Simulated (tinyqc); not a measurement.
ESD clamp with bipolar snapback, compact model and design window: effect of the current gain of the parasitic npn.

The drain junction multiplies the current that enters it: Igen = (M - 1)(Ic + I0), M = 1/(1 - (Vj/BV)^n). The generated holes leave through the substrate resistance and the base of the parasitic npn: Igen = Vb/Rb + Ic/be, Ic = Is exp(Vb/Vt). Terminal current I = Ic + I0 + Igen and voltage V = Vj + I Ro, per width. Isothermal, constant gain.

For given Vb: Ic, Igen, M = 1 + Igen/(Ic + I0), Vj = BV (1 - 1/M)^(1/n), I and V. Vt1 is the maximum of V along the curve, Vh the following minimum, Vt2 the voltage at I = It2. It1 and Ih are the currents at Vt1 and Vh.

Parameters, values chosen for the exercise; values close to those of grounded-gate n-channel clamps: temperature T = 300 K; junction breakdown voltage BV = 10.5 V; exponent of the multiplication n = 3.8; saturation current Is = 5e-17 A/um; junction leakage I0 = 1e-11 A/um; substrate resistance Rb = 25000 ohm um; drain ballast and contact resistance Ro = 210 ohm um; failure current for 100 ns It2 = 8.5 mA/um.

Constants: q = 1.602176634e-19 C, kB = 1.380649e-23 J/K, Vt = kB T/q. Results are converted to the units shown.

Effect of the current gain of the parasitic npn:
```
be	Vt1 (V)	It1 (uA/um)	Vh (V)	Ih (uA/um)	Vt2 (V)	Vt2 - Vt1 (V)
1	10.50	17.80	8.989	554.8	10.54	0.03972
1.7	10.50	17.80	8.387	696.3	9.884	-0.6195
2.9	10.50	17.80	7.715	863.8	9.146	-1.357
4.9	10.50	17.80	7.044	1055	8.400	-2.103
8.2	10.50	17.80	6.417	1269	7.690	-2.813
14	10.50	17.80	5.830	1520	7.008	-3.496
24	10.50	17.80	5.323	1801	6.395	-4.108
40	10.50	17.80	4.925	2085	5.893	-4.610
```

Read the table: what changes, and by how much?

As be goes from 1 to 40, Vt1 stays near 10.5 V, It1 stays near 17.8 uA/um, Vh falls from 8.99 to 4.93 V and Vt2 falls from 10.5 to 5.89 V. Vt2 exceeds Vt1, the condition for all fingers to turn on, in 1 of the 8 rows. A higher gain needs less multiplication to hold, so Vh falls.

Program tinyqc, `OMP_NUM_THREADS=1 python tinyqc.py 2670140 2670141 out.jsonl`; Intel Xeon 2.30GHz, shared host, one thread, about 0.02 s.
